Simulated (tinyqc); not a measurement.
Core-level spacing from the offsets.

Problem. For an overlayer B on a substrate A, dEv = (iB - iA) - (cB - vB) + (cA - vA) in binding energies, and dEc + dEv = EgB - EgA. Find dEv and the spacing iB - iA that a thin film must show.

Values chosen for this exercise:
```
symbol,value,unit,meaning
EgA,3.23,eV,gap of the substrate A
EgB,5.88,eV,gap of the overlayer B
```

dEc = 1.7330573 eV
cA - vA = 20.056943 eV
cB - vB = 101.09000 eV

Solution. The gaps give dEv, and the Kraut relation is solved for the spacing.

dEv = 0.91694 eV
iB - iA = 81.950 eV

Computed by the program tinyqc: `OMP_NUM_THREADS=1 python tinyqc.py 2410162 2410163 out.jsonl`, one thread of a shared Intel Xeon 2.30GHz, about 0.01 s for the whole run.
